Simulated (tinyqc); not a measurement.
Worked calculation: plane-wave Kohn-Sham cycle with exchange-only LDA in a layered model solid. One step of it, computed by the program tinyqc.

Problem. Iteration 1: Hamiltonian at one k. H(m,m') = (k + G_m)^2/2 delta + V(G_m - G_m'), with V(-G) = V(G).

A solid whose potential varies along x alone (atomic units):
```
parameter                      value
period a                    6.100000
cross-section of the cell  33.000000
electrons per cell                 4
grid points                       16
plane waves -n..n, n               2
k points                           4
V1 in V1 cos(2 pi x/a)     -0.330000
```

V(G_m), m = 0, 1, 2, ... (hartree): -0.266724  -0.165000  0.000000  0.000000  0.000000

k = 0.125000 2 pi / a

Give: H.

Solution.

H (hartree):
```
         -2       -1       +0       +1       +2
-2   1.5982  -0.1650   0.0000   0.0000   0.0000
-1  -0.1650   0.1394  -0.1650   0.0000   0.0000
+0   0.0000  -0.1650  -0.2584  -0.1650   0.0000
+1   0.0000   0.0000  -0.1650   0.4047  -0.1650
+2   0.0000   0.0000   0.0000  -0.1650   2.1287
```
